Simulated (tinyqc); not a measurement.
Growth mode over temperature: epitaxial growth on a vicinal surface: Burton-Cabrera-Frank step flow, step-edge barrier and island nucleation. Computed by tinyqc, a small Python program. Command: `OMP_NUM_THREADS=1 python tinyqc.py 3002991 3002992 out.jsonl stepflow walk`. One thread of a shared host (Intel(R) Xeon(R) Processor @ 2.30GHz), about 0.01 s of CPU time with the checks.

Adatoms land at rate F, hop on a square grid (a simplification for hexagonal faces), desorb, or join steps. Lengths are in units of a and n is the adatom coverage. Steps ascend at x = 0 and descend at x = l.

Inputs (values chosen for the exercise, close to those used for Si(111)):

| quantity | value | unit |
|---|---|---|
| site spacing a | 3.84 | angstrom |
| step height h | 3.14 | angstrom |
| diffusion barrier E_d | 1.08 | eV |
| desorption energy E_a | 2.86 | eV |
| adatom formation energy E_f | 1.19 | eV |
| step-edge barrier E_s | 0 | eV |
| attempt frequency nu | 10 | THz |
| deposition rate F | 0.16 | layers/s |
| miscut angle | 1 | degrees |
| temperature T | 730 | C |
| critical nucleus size i | 1 | - |

Constants: k_B = 8.617333262e-05 eV/K.

Method:
- D = nu exp(-E_d/(k_B T)) (a^2/s, nu counted per direction); tau = exp(E_a/(k_B T))/nu; x_s = sqrt(D tau); n_eq = exp(-E_f/(k_B T)); terrace width l = h/(a tan(miscut)); Schwoebel length l_s = exp(E_s/(k_B T)) - 1.
- D n'' - n/tau + F = 0 with n(0) = n_eq and -l_s n'(l) = n(l) - n_eq. With u = n - F tau, A = n_eq - F tau, y = l/x_s, s = l_s/x_s: u = A cosh(x/x_s) + B sinh(x/x_s), B = A (1 - cosh y - s sinh y)/(sinh y + s cosh y). Flux into the ascending step J+ = D B/x_s, over the descending one J- = -(D/x_s)(A sinh y + B cosh y); step velocity J+ + J-; growth rate (J+ + J-)/l. For small y: J+ + J- = (F - n_eq/tau) l, J-/J+ = l/(l + 2 l_s).
- Island density on a flat surface without desorption: N = 0.25 (F/D)^(i/(i+2)) exp(E_i/((i+2) k_B T)) per site, with E_i = 0 for i = 1; spacing l_n = N^(-1/2). Step flow needs an effective width l_eff = 2 x(peak) below l_n.
- Temperatures in kelvin are T(C) + 273.15.
- x(peak) solves tanh(x/x_s) = -B/A. Rows where evaporation outweighs deposition are left out.

Scales:

| T (C) | x_s (a) | l_s (a) | incorporated share | l_n (a) | l_eff/l_n |
|---|---|---|---|---|---|
| 530 | 3.8438e+05 | 0 | 1.00000 | 29.569 | 1.5843 |
| 580 | 1.8091e+05 | 0 | 1.00000 | 34.438 | 1.3603 |
| 630 | 9.2555e+04 | 0 | 1.00000 | 39.437 | 1.1879 |
| 680 | 5.0801e+04 | 0 | 1.00000 | 44.524 | 1.0522 |
| 730 | 2.9602e+04 | 0 | 1.00000 | 49.663 | 0.9433 |
| 780 | 1.8157e+04 | 0 | 1.00000 | 54.823 | 0.8545 |
| 830 | 1.1641e+04 | 0 | 0.99998 | 59.980 | 0.7810 |
| 880 | 7.7570e+03 | 0 | 0.99987 | 65.112 | 0.7195 |
| 930 | 5.3463e+03 | 0 | 0.99932 | 70.203 | 0.6673 |

The ratio falls below 1 between 680 and 730 C: islands below, step flow above. Incorporation goes from 100.0 % to 99.9 %.

Extremes, crossings and ranges named in words are read from the listed rows.
